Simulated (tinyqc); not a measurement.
Stress and current directions compared.

A cubic crystal with three pairs of conduction valleys along x, y and z; non-degenerate electrons, one relaxation time, masses unchanged. Stress s_ij = X a_i a_j with a the unit vector along the stress; strain e_ii = s11 s_ii + s12 (s_jj + s_kk), e_ij = s44 s_ij/2. Valley shift dE = Xu (n.e.n - trace(e)/3) with n the valley axis; share f proportional to exp(-dE/Vt). Inverse mass along the current d: (n.d)^2/ml + (1 - (n.d)^2)/mt; mu/mu0 = sum f (1/m) over the plain mean of 1/m. Rows: direction of the stress, of size |X|; columns: direction of the current and sign.

Inputs (values chosen for the exercise); values close to those of silicon: temperature T = 273 K; compliance s11 = 7.91 1/TPa; compliance s12 = -2.17 1/TPa; compliance s44 = 12.8 1/TPa; shear deformation potential Xu = 8.9 eV; longitudinal mass ml = 0.93 m0; transverse mass mt = 0.183 m0; uniaxial stress (tension positive) X = -1700 MPa.

Constants: q = 1.602176634e-19 C, kB = 1.380649e-23 J/K, Vt = kB T/q. Results are converted to the units shown.

mu/mu0:
```
	I [100], tension	I [100], compression	I [110], tension	I [110], compression
[100]	1.3648	0.27207	1.0912	0.81802
[110]	1.3259	0.82770	1.3259	0.82770
[001]	0.81760	1.3640	0.81760	1.3640
[111]	1.0000	1.0000	1.0000	1.0000
```

The largest gain, 1.36, is for stress along [100], tension, current along [100]; the largest loss, 0.272, for [100], compression, current along [100]. Entries equal to one are cases in which the valleys are not split or have equal mass along the current.

tinyqc, about 0.01 s, one thread, Intel Xeon 2.30GHz (shared host): `OMP_NUM_THREADS=1 python tinyqc.py 2530063 2530064 out.jsonl`
